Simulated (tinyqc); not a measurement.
## Schottky diode by thermionic emission with image-force lowering and series resistance: a Richardson plot

Metal on an n-type semiconductor with one parabolic valley; V > 0 is forward bias (metal positive). I = I0 [exp(Vj/(n Vt)) - 1] with Vj = V - I Rs; I0 = S A* T^2 exp(-(phi - dphi)/Vt), the lowering dphi taken at zero bias.

A* = 4 pi q me m0 kB^2/h^3 (times 1e-4 for A/(cm^2 K^2)); Nc = 2 (2 pi me m0 kB T/h^2)^1.5 (times 1e-6 for cm^-3); xi = Vt ln(Nc/Nd), Vbi = phi - xi; surface field Em = sqrt(2 q Nd (Vbi - V - Vt)/(eps0 eps_r)); dphi = sqrt(q Em/(4 pi eps0 eps_r)). Here V = 0 in Em; phi is held fixed.

Parameters, values chosen for the exercise; band and dielectric values close to those of gallium nitride:
```
symbol,value,unit,meaning
me,0.197,m0,electron mass
eps_r,9.66,,relative permittivity
phi,1.18,eV,barrier height seen from the metal
Nd,7.4e15,cm^-3,donor density
S,0.0021,cm^2,area
```

Constants: q = 1.602176634e-19 C, kB = 1.380649e-23 J/K, h = 6.62607015e-34 J s, m0 = 9.1093837015e-31 kg, Vt = kB T/q, eps0 = 8.8541878128e-14 F/cm where lengths are in cm. Results are converted to the units shown.

A Richardson plot:
```
T (K)  dphi (meV)     I0 (A)  ln(I0/(S T^2))  1/Vt (1/V)
200         28.53  1.917e-26          -63.65       58.02
240         28.35  1.876e-21          -52.52       48.35
280         28.16  7.222e-18          -44.57       41.44
320         27.96  3.656e-15          -38.61       36.26
360         27.76  4.769e-13          -33.98       32.23
400         27.54  2.401e-11          -30.27       29.01
450         27.26   1.238e-9          -26.56       25.79
```

Read the table: what changes, and by how much?

I0 grows by 16.8 decades. The line through the end rows has the slope -1.150 eV and the intercept ln(22.3 A/(cm^2 K^2)), against phi = 1.18 eV and A* = 23.7. The difference comes from the lowering: dphi falls from 28.5 to 27.3 meV.

tinyqc, about 0.01 s, one thread, Intel Xeon 2.30GHz (shared host): `OMP_NUM_THREADS=1 python tinyqc.py 2640017 2640018 out.jsonl`
